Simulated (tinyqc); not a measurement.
## Gate sheet resistance from two finger widths

Inverse problem. At low frequency R = Rsh Wf/(3 L) + B/Wf, where B collects the channel and vertical terms. Find Rsh, B and the width of lowest R.

Values chosen for this exercise:
- L = 1.1 um (channel length)

input resistance of single fingers, contacted at one end, of width 1.6 and 6.1 um (ohm): [90.021212, 32.562941]

Answer. R Wf is a straight line in Wf^2; the minimum of R lies where both terms are equal.

Rsh = 5.200 ohm/square
B = 140.0 ohm um
width of lowest R = 9.426 um

Program tinyqc, `OMP_NUM_THREADS=1 python tinyqc.py 2262117 2262118 out.jsonl`; Intel Xeon 2.30GHz, shared host, one thread, about 0.01 s.
